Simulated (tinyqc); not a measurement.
Hole mobility in a silicon inversion layer, empirical terms and Matthiessen rule: universality: two dopings at the same effective field.

Inversion layer of sheet density Ns on a uniformly doped body, under a high-permittivity gate with an interlayer. The mobility terms are empirical power laws with prefactors chosen for the exercise; adding their inverses (Matthiessen) is itself an approximation.

ni = sqrt(Nc Nv) exp(-Eg/(2 Vt)), Eg in volts; Ndep = sqrt(2 eps0 eps_r Nb (2 Vt ln(Nb/ni) + Vsb)/q); E = q (Ndep + eta Ns)/(eps0 eps_r), in MV/cm. With t = T/(300 K): muC = Ac (Ns/1e12 cm^-2) t/(Nb/1e17 cm^-3 + Nit/1e11 cm^-2), muP = Ap E^(-1/3) t^(-1.75), muS = As E^(-gs), muR = Ar exp(2 ti/lr)/t; 1/mu is the sum of the inverses. For each E, Ns is chosen to give that field on bodies with Nb = 8e15 and 6.6e16 cm^-3; the last column leaves out muC.

Values chosen for this exercise; material values close to those of silicon:

| symbol | value | unit | meaning |
|---|---|---|---|
| T | 300 | K | temperature |
| Eg | 1.12 | eV | band gap |
| eps_r | 11.5 |  | relative permittivity of the semiconductor |
| Nc | 2.81e19 | cm^-3 | conduction-band density of states at T |
| Nv | 2.7e19 | cm^-3 | valence-band density of states at T |
| Vsb | 0.6 | V | reverse body bias |
| eta | 0.3333 |  | weight of the inversion charge in the effective field |
| Ap | 115 | cm^2/(V s) | phonon-limited mobility at 1 MV/cm and 300 K |
| As | 354 | cm^2/(V s) | roughness-limited mobility at 1 MV/cm |
| gs | 1.3 |  | exponent of the roughness term |
| Ac | 1900 | cm^2/(V s) | Coulomb prefactor |
| Nit | 4.5e10 | cm^-2 | charge at the interface |
| Ar | 320 | cm^2/(V s) | remote-phonon mobility without interlayer |
| ti | 1.2 | nm | interlayer thickness |
| lr | 0.5 | nm | decay length of remote phonons |

Constants: q = 1.602176634e-19 C, kB = 1.380649e-23 J/K, Vt = kB T/q, eps0 = 8.8541878128e-14 F/cm where lengths are in cm. Results are converted to the units shown.

Results:

| E (MV/cm) | Ns, light body (cm^-2) | mu, light (cm^2/(V s)) | Ns, heavy body (cm^-2) | mu, heavy (cm^2/(V s)) | without muC (cm^2/(V s)) |
|---|---|---|---|---|---|
| 0.181 | 2.361e12 | 186.3 | 1.905e11 | 120.2 | 190.4 |
| 0.325 | 5.107e12 | 148.9 | 2.936e12 | 145.8 | 150.2 |
| 0.435 | 7.204e12 | 131.4 | 5.034e12 | 130.1 | 132.1 |
| 0.583 | 1.003e13 | 114.7 | 7.856e12 | 114.1 | 115.1 |
| 0.781 | 1.380e13 | 98.99 | 1.163e13 | 98.69 | 99.19 |
| 1.05 | 1.893e13 | 84.11 | 1.676e13 | 83.97 | 84.22 |
| 1.4 | 2.560e13 | 70.73 | 2.343e13 | 70.66 | 70.78 |

Estimate the missing row, E = 0.243 MV/cm.

Computed row:

| E (MV/cm) | Ns, light body (cm^-2) | mu, light (cm^2/(V s)) | Ns, heavy body (cm^-2) | mu, heavy (cm^2/(V s)) | without muC (cm^2/(V s)) |
|---|---|---|---|---|---|
| 0.243 | 3.543e12 | 167.2 | 1.373e12 | 158.1 | 169.5 |

With this row back in the table: The heavily doped body has 0.645 of the mobility of the light one in the first row and 0.999 in the last; there they lie 0.18 % below and 0.077 % below the curve without Coulomb scattering, which depends on E alone. The heavy body leaves that curve at low E because its field comes mostly from depletion charge and few carriers screen.

Program tinyqc, `OMP_NUM_THREADS=1 python tinyqc.py 2510148 2510149 out.jsonl`; Intel Xeon 2.30GHz, shared host, one thread, about 0.01 s.
